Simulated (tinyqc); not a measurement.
## MOSFET in saturation, small-signal circuit and noise: effect of the total gate width on speed and noise

Bias by the inversion coefficient IC = I/Ispec (charge-based model with velocity saturation; weak inversion below 0.1, strong above 10). Common-source circuit: gm, gds, Cgs, Cgd and Cj at the inner nodes, Rg in series with the gate; quasi-static, no source or drain resistance, no gate-body capacitance, no substrate network, no induced gate noise, so fmax is an upper estimate.

Ispec = 2 n mu Cox (W/L) Vt^2, lc = Ls/L, gms = [sqrt((lc IC + 1)^2 + 4 IC) - 1]/[2 + lc (lc IC + 1)], gm = gms Ispec/(n Vt), gds = sg gm. qs = [sqrt(1 + 4 IC) - 1]/2, Cgs = Cox W L qs (2 qs + 3)/(3 (qs + 1)^2) + Cov W, Cgd = Cov W, Cd = Cj W, Rg = Rsh (Wf/L)/(12 Nf) + Rc/W with Nf = W/Wf fingers (not rounded) contacted at both ends. fT = gm/(2 pi (Cgs + Cgd)), fmax = fT/(2 sqrt(Rg (gds + 2 pi fT Cgd))). Channel noise Sid = 4 kB T gam n gm with gam = (1/2 + (2/3) qs)/(1 + qs) + gw lc IC, qs = [sqrt(1 + 4 IC) - 1]/2, lc = Ls/L (the last term an empirical rise with velocity saturation); at the gate, white noise Sw = Sid/gm^2 + 4 kB T Rg. Number fluctuation with correlated mobility: S(f) = K/f, K = q^2 Vt lt Nt/(W L Cox^2) (1 + ac mu Cox I/gm)^2, Vt in eV with Nt per eV. Corner fc = K/Sw. IC is held fixed.

Inputs (values chosen for the exercise): temperature T = 300 K; gate length L = 350 nm; gate capacitance Cox = 1.29 uF/cm^2; mobility mu = 130 cm^2/(V s); slope factor n = 1.34; velocity-saturation length Ls = 10 nm; ratio gds/gm sg = 0.006; overlap and fringe capacitance per side Cov = 0.41 fF/um; drain junction capacitance Cj = 0.86 fF/um; sheet resistance of the gate Rsh = 5 ohm; finger width Wf = 2 um; gate contact and vertical resistance Rc = 100 ohm um; inversion coefficient IC = 0.2; short-channel excess of the noise factor gw = 0.03; oxide trap density Nt = 6.2e17 cm^-3 eV^-1; tunnelling length into the oxide lt = 0.1 nm; Coulomb scattering coefficient ac = 10000 V s/C.

Constants: q = 1.602176634e-19 C, kB = 1.380649e-23 J/K, Vt = kB T/q. Results are converted to the units shown.

The same in every row: fT (GHz) = 0.46469; fmax (GHz) = 20.531; fc (MHz) = 0.29219.

Effect of the total gate width on speed and noise:
```
W (um)	I (uA)	Rg (ohm)	sqrt(Sw) (nV/Hz^0.5)
2	0.34328	52.381	37.138
4.3	0.73805	24.363	25.328
9.3	1.5963	11.265	17.222
20	3.4328	5.2381	11.744
43	7.3805	2.4363	8.0093
93	15.963	1.1265	5.4461
200	34.328	0.52381	3.7138
```

What does the table show?

As W goes from 2 to 200 um, fT stays at 0.465 GHz, fmax stays at 20.5 GHz, the white noise falls from 37.1 to 3.71 nV/Hz^0.5 and the corner stays at 0.292 MHz. Current, gm and capacitances scale with W and Rg with 1/W, so the frequencies stay while both noise powers fall as 1/W. In every row fmax exceeds 4 fT, where channel resistance and substrate losses, left out here, would cap it.

Computed by the program tinyqc: `OMP_NUM_THREADS=1 python tinyqc.py 2150064 2150065 out.jsonl`, one thread of a shared Intel Xeon 2.30GHz, about 0.01 s for the whole run.
